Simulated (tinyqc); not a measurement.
## p-type polysilicon, carrier trapping at grain boundaries: effect of the trap density of a grain boundary

One-dimensional grains of size Lg, uniform ionised doping N, monovalent traps Qt at each boundary at a depth Et below (for electrons) or above (for holes) the band edge there, abrupt depletion of width W on each side of a boundary, Boltzmann statistics. xi is the distance from the band edge at the grain centre to the Fermi level. Trapped charge Qt/(1 + exp((xi + VB - Et)/Vt)) = 2 N W, barrier VB = q N W^2/(2 eps0 eps_r).

If the trap equation with xi = Vt ln(NB/N) has a root W < Lg/2, the grain is partly depleted; otherwise W = Lg/2 and the trap equation gives xi = Et - VB + Vt ln(Qt/(N Lg) - 1). N* = Qt/Lg. n0 = NB exp(-xi/Vt); mean density n0 (1 - 2 W/Lg) by charge balance in a partly depleted grain, and n0 (sqrt(pi)/2) erf(u)/u with u = sqrt(VB/Vt) in a fully depleted one; v = sqrt(kB T/(2 pi ms m0)); barrier resistivity Vt exp(VB/Vt)/(q fe n0 v Lg); grain resistivity (1 - 2 W/Lg)/(q n0 mug); effective mobility 1/(q mean density total resistivity). Rows with xi above 0.45 V, towards mid-gap, are left out, since the other carrier type is ignored.

Inputs (values chosen for the exercise); values of the order met in polycrystalline silicon:
- T = 300 K (temperature)
- eps_r = 11.7 (relative permittivity)
- NB = 2.65e19 cm^-3 (valence-band density of states at T)
- Lg = 230 nm (grain size)
- Et = 0.41 eV (depth of the trap level from the majority band edge at the boundary)
- ms = 0.43 m0 (mass for thermionic emission)
- fe = 0.12 (correction factor of the emission rate)
- mug = 53 cm^2/(V s) (mobility inside the grains)
- N = 6.9e17 cm^-3 (doping)

Constants: q = 1.602176634e-19 C, kB = 1.380649e-23 J/K, m0 = 9.1093837015e-31 kg, Vt = kB T/q, eps0 = 8.8541878128e-14 F/cm where lengths are in cm. Results are converted to the units shown.

The same in every row: xi (V) = 0.09431.

Result of one run:
```
N/N*   depleted share 2 W/Lg  VB (V)  mean density (cm^-3)  resistivity (ohm cm)  effective mobility (cm^2/(V s))
1.984                 0.2141  0.3235              5.423e17                  5623                         0.002047
```

Which trap density of a grain boundary Qt gave this result: 3.4e11, 5.7e11, 9.7e11, 1.6e12 or 8e12 cm^-2?

Qt = 8e12 cm^-2.

The whole series:
columns A: Qt (cm^-2); B: N/N*; C: depleted share 2 W/Lg; D: VB (V); E: mean density (cm^-3); F: resistivity (ohm cm); G: effective mobility (cm^2/(V s))
```
A           B        C         D         E       F         G
2e11    79.35  0.01260  0.001121  6.813e17  0.1901     48.19
3.4e11  46.68  0.02142  0.003239  6.752e17  0.1904     48.54
5.7e11  27.84  0.03592  0.009103  6.652e17  0.1939     48.39
9.7e11  16.36  0.06112   0.02636  6.478e17  0.2175     44.30
1.6e12  9.919   0.1008   0.07171  6.204e17  0.4844     20.77
2.8e12  5.668   0.1733    0.2119  5.704e17   75.18    0.1455
4.7e12  3.377   0.2044    0.2950  5.489e17    1863  0.006104
8e12    1.984   0.2141    0.3235  5.423e17    5623  0.002047
```

As Qt goes from 2e11 to 8e12, VB rises from 0.00112 to 0.324 V, the resistivity rises from 0.190 to 5620 ohm cm and the effective mobility goes from 48.2 through a maximum of 48.5 (at Qt = 3.4e11 among the rows listed) to 0.00205 cm^2/(V s). For Qt = 2e11, 3.4e11, 5.7e11 VB is below Vt, where abrupt depletion and thermionic emission are rough.

Program tinyqc, `OMP_NUM_THREADS=1 python tinyqc.py 2830058 2830059 out.jsonl`; Intel Xeon 2.30GHz, shared host, one thread, about 0.01 s.
